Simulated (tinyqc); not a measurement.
## Junction parameters from two forward currents

Problem. D(v) = J1 (exp(v/Vt) - 1) + J2 (exp(v/(2 Vt)) - 1). Find J1, J2 and the voltage 2 Vt ln(J2/J1) near which both parts are equal.

Values chosen for this exercise: temperature T = 358 K.

Constants: q = 1.602176634e-19 C, kB = 1.380649e-23 J/K, Vt = kB T/q. Results are converted to the units shown.

junction voltages (V): 0.3  0.68
currents (uA/um): 4.4939305e-6  0.0028131731

Solution. The current is linear in J1 and J2, so two points give two equations.

J1 = 1.800e-13 uA/um
J2 = 3.500e-8 uA/um
crossover = 0.7514 V

tinyqc, about 0.2 s, one thread, Intel Xeon 2.30GHz (shared host): `OMP_NUM_THREADS=1 python tinyqc.py 2182260 2182261 out.jsonl`
